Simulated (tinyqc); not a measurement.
RHF in the 6-311g basis, for H-, spin multiplicity 1, step by step. The basis has no diffuse functions, so it cannot describe the extra electron: this is an exercise in the method, not the real anion. Computed by tinyqc, a small Python program that keeps every step (integrals from PySCF). Settings: charge = -1, multiplicity = 1, basis = 6-311g, energy threshold = 1e-08, iteration cap = 52, orthogonalisation = symmetric, start = Wolfsberg-Helmholz matrix, DIIS depth = 3, DIIS from iteration = 2, method = RHF. Command: `OMP_NUM_THREADS=1 python tinyqc.py 21830 21831 out.jsonl` (the two numbers bound the seeds that draw the settings). One thread of a shared host (Intel(R) Xeon(R) Processor @ 2.60GHz), about 0.05 s of CPU time with the checks. Later iterations appear only in the table of the cycle.

## One-electron integrals

Geometry (angstrom):
```
atom         x         y         z
H     0.000000  0.000000  0.000000
```

Basis 6-311g: exponents (1/bohr^2) and contraction coefficients of normalised primitives:
```
element  l (shell)   exponent  coefficient
H            s (1)  33.865000     0.025494
H            s (1)   5.094790     0.190373
H            s (1)   1.158790     0.852161
H            s (2)   0.325840     1.000000
H            s (3)   0.102741     1.000000
```

Overlap, kinetic and nuclear-attraction integrals over the contracted functions; the nuclear repulsion is the sum of Za Zb / Rab.

nuclear repulsion = 0 hartree

overlap S:
```
          1H 1s     1H 2s     1H 3s
1H 1s  1.000000  0.706377  0.373664
1H 2s  0.706377  1.000000  0.788963
1H 3s  0.373664  0.788963  1.000000
```

kinetic energy T (hartree):
```
          1H 1s     1H 2s     1H 3s
1H 1s  2.304348  0.549119  0.106346
1H 2s  0.549119  0.488760  0.184881
1H 3s  0.106346  0.184881  0.154112
```

nuclear attraction V (hartree):
```
           1H 1s      1H 2s      1H 3s
1H 1s  -2.111097  -1.060726  -0.514994
1H 2s  -1.060726  -0.910903  -0.582812
1H 3s  -0.514994  -0.582812  -0.511496
```

core Hamiltonian H = T + V (hartree):
```
           1H 1s      1H 2s      1H 3s
1H 1s   0.193252  -0.511607  -0.408648
1H 2s  -0.511607  -0.422143  -0.397930
1H 3s  -0.408648  -0.397930  -0.357384
```

## Two-electron integrals

Functions are numbered as in S; the eight-fold symmetry (ij|kl) = (ji|kl) = (kl|ij) leaves the list below.

Two-electron integrals (ij|kl) in chemists' order, unique and non-zero (hartree):
```
(11|11) 1.393035   (21|11) 0.822971   (21|21) 0.509703   (22|11) 0.822904
(22|21) 0.543028   (22|22) 0.644106   (31|11) 0.411256   (31|21) 0.257757
(31|22) 0.279868   (31|31) 0.130794   (32|11) 0.543681   (32|21) 0.365771
(32|22) 0.452669   (32|31) 0.189803   (32|32) 0.325140   (33|11) 0.494021
(33|21) 0.340115   (33|22) 0.445993   (33|31) 0.178035   (33|32) 0.331779
(33|33) 0.361682
```

## Orthogonalisation

S = U s U^T; symmetric (Loewdin) form X = U s^(-1/2) U^T, so that X^T S X = 1.

eigenvalues of S: 0.109211  0.629350  2.261439

X:
```
           1H 1s      1H 2s      1H 3s
1H 1s   1.366024  -0.728467   0.179565
1H 2s  -0.728467   2.045624  -0.905584
1H 3s   0.179565  -0.905584   1.539843
```

## Starting guess

The start is the generalised Wolfsberg-Helmholz matrix (K = 1.75) built on H; D = 2 C_occ C_occ^T.

D at the start:
```
           1H 1s      1H 2s      1H 3s
1H 1s   0.284839  -0.584592  -0.357895
1H 2s  -0.584592   1.199791   0.734528
1H 3s  -0.357895   0.734528   0.449688
```

## Iteration 1: building the Fock matrix

J_ij = sum D_kl (ij|kl), K_ij = sum D_kl (ik|jl); F = H + J - 0.5 K; E = tr D H + tr D J / 2 - 0.25 tr D K + E_nn.

Coulomb J (hartree):
```
          1H 1s     1H 2s     1H 3s
1H 1s  1.148382  0.795782  0.416829
1H 2s  0.795782  1.037516  0.761303
1H 3s  0.416829  0.761303  0.800768
```

exchange K (hartree):
```
          1H 1s     1H 2s     1H 3s
1H 1s  0.189229  0.379664  0.333158
1H 2s  0.379664  0.832469  0.765053
1H 3s  0.333158  0.765053  0.728051
```

Fock matrix F (hartree):
```
           1H 1s      1H 2s      1H 3s
1H 1s   1.247019   0.094343  -0.158399
1H 2s   0.094343   0.199138  -0.019154
1H 3s  -0.158399  -0.019154   0.079358
```

total energy of this density = 0.14934256 hartree

## Iteration 1: diagonalisation and new density

Diagonalise F' = X^T F X, C = X C', fill 1 alpha and 1 beta electrons from the bottom; D = 2 C_occ C_occ^T. Each column has its largest component positive (the first on a tie).

F' = X^T F X (hartree):
```
           1          2          3
1   2.174739  -1.039877   0.016452
2  -1.039877   1.140940  -0.418393
3   0.016452  -0.418393   0.326826
```

orbital energies (hartree): MO1 0.042121, MO2 0.758984, MO3 2.841400

coefficients C:
```
            MO1        MO2        MO3
1H 1s  0.099735   0.077513  -1.553375
1H 2s  0.215929   1.507131   1.793671
1H 3s  0.770182  -1.420803  -0.782037
```

D after iteration 1:
```
          1H 1s     1H 2s     1H 3s
1H 1s  0.019894  0.043072  0.153629
1H 2s  0.043072  0.093251  0.332609
1H 3s  0.153629  0.332609  1.186361
```

## Iteration 2: building the Fock matrix

As before.

Coulomb J (hartree):
```
          1H 1s     1H 2s     1H 3s
1H 1s  1.249458  0.836933  0.434146
1H 2s  0.836933  1.039436  0.752754
1H 3s  0.434146  0.752754  0.785210
```

exchange K (hartree):
```
          1H 1s     1H 2s     1H 3s
1H 1s  0.599133  0.687452  0.560269
1H 2s  0.687452  0.916225  0.806655
1H 3s  0.560269  0.806655  0.753766
```

Fock matrix F (hartree):
```
           1H 1s      1H 2s      1H 3s
1H 1s   1.143144  -0.018400  -0.254637
1H 2s  -0.018400   0.159181  -0.048504
1H 3s  -0.254637  -0.048504   0.050943
```

total energy of this density = -0.45395860 hartree

## Iteration 2: diagonalisation and new density

As before.

F' = X^T F X (hartree):
```
           1          2          3
1   2.143634  -1.145724  -0.056869
2  -1.145724   1.213088  -0.399868
3  -0.056869  -0.399868   0.288633
```

orbital energies (hartree): MO1 -0.012666, MO2 0.731067, MO3 2.926954

coefficients C:
```
            MO1        MO2        MO3
1H 1s  0.166739   0.089481  -1.546971
1H 2s  0.180463   1.483750   1.816932
1H 3s  0.764345  -1.433564  -0.764274
```

D after iteration 2:
```
          1H 1s     1H 2s     1H 3s
1H 1s  0.055604  0.060181  0.254893
1H 2s  0.060181  0.065134  0.275873
1H 3s  0.254893  0.275873  1.168446
```

## Iteration 3: building the Fock matrix

As before.

Coulomb J (hartree):
```
          1H 1s     1H 2s     1H 3s
1H 1s  1.316974  0.873098  0.451545
1H 2s  0.873098  1.066619  0.767559
1H 3s  0.451545  0.767559  0.793879
```

exchange K (hartree):
```
          1H 1s     1H 2s     1H 3s
1H 1s  0.714406  0.765497  0.608398
1H 2s  0.765497  0.951786  0.818144
1H 3s  0.608398  0.818144  0.747719
```

Fock matrix F (hartree):
```
           1H 1s      1H 2s      1H 3s
1H 1s   1.153022  -0.021257  -0.261302
1H 2s  -0.021257   0.168583  -0.039443
1H 3s  -0.261302  -0.039443   0.062635
```

total energy of this density = -0.46652072 hartree

## Iteration 3: DIIS over 2 matrices

error matrix X^T (FDS - SDF) X:
```
          1          2          3
1  0.000000  -0.017291  -0.019065
2  0.017291   0.000000   0.010086
3  0.019065  -0.010086   0.000000
```

B (overlaps of the stored error matrices):
```
               1              2
1  1.2272335e-01  1.3686794e-02
2  1.3686794e-02  1.5283408e-03
```

Minimise |sum c_i e_i|^2 with sum c_i = 1: solve [B -1; -1 0][c; lambda] = [0; -1] with B_ij = tr e_i^T e_j, and take F = sum c_i F_i.

DIIS coefficients: -0.125503  1.125503

extrapolated F (hartree):
```
           1H 1s      1H 2s      1H 3s
1H 1s   1.154262  -0.021615  -0.262139
1H 2s  -0.021615   0.169762  -0.038306
1H 3s  -0.262139  -0.038306   0.064103
```

## Iteration 3: diagonalisation and new density

As before.

F' = X^T F X (hartree):
```
           1          2          3
1   2.170471  -1.164653  -0.068243
2  -1.164653   1.235965  -0.392459
3  -0.068243  -0.392459   0.297331
```

orbital energies (hartree): MO1 -0.003701, MO2 0.739176, MO3 2.968292

coefficients C:
```
            MO1        MO2        MO3
1H 1s  0.174999   0.084844  -1.546320
1H 2s  0.175099   1.488161   1.813847
1H 3s  0.764375  -1.437698  -0.756438
```

D after iteration 3:
```
          1H 1s     1H 2s     1H 3s
1H 1s  0.061249  0.061284  0.267529
1H 2s  0.061284  0.061319  0.267682
1H 3s  0.267529  0.267682  1.168538
```

## Iteration 6 (converged): orbitals

converged F (hartree):
```
           1H 1s      1H 2s      1H 3s
1H 1s   1.153994  -0.021484  -0.261960
1H 2s  -0.021484   0.169888  -0.038268
1H 3s  -0.261960  -0.038268   0.063977
```

As before.

F' = X^T F X (hartree):
```
           1          2          3
1   2.169849  -1.164320  -0.068108
2  -1.164320   1.235946  -0.392424
3  -0.068108  -0.392424   0.297077
```

orbital energies (hartree): MO1 -0.003713, MO2 0.739018, MO3 2.967567

coefficients C:
```
            MO1        MO2        MO3
1H 1s  0.174977   0.085029  -1.546312
1H 2s  0.174688   1.488048   1.813980
1H 3s  0.764770  -1.437421  -0.756565
```

D after iteration 6:
```
          1H 1s     1H 2s     1H 3s
1H 1s  0.061234  0.061133  0.267635
1H 2s  0.061133  0.061032  0.267193
1H 3s  0.267635  0.267193  1.169746
```

## Convergence

Stop when the energy changes by less than 1e-08 hartree and every element of the error matrix X^T (F D S - S D F) X is below 3e-05.

Course of the cycle:
```
iteration  E (hartree)     change  largest element of the error matrix
1           0.14934256          -                             1.02e+00
2          -0.45395860  -6.03e-01                             1.77e-01
3          -0.46652072  -1.26e-02                             1.91e-02
4          -0.46667179  -1.51e-04                             2.74e-04
5          -0.46667188  -9.36e-08                             4.40e-05
6          -0.46667188  -1.03e-09                             2.66e-08
```

PySCF RHF in the same basis = -0.46667188 hartree

Converged in 6 iterations.

## Populations

Mulliken: Z minus the diagonal of D S on the atom; Loewdin: the same with S^(1/2) D S^(1/2).

Charges (e):
```
atom   Mulliken    Loewdin
1H    -1.000000  -1.000000
```
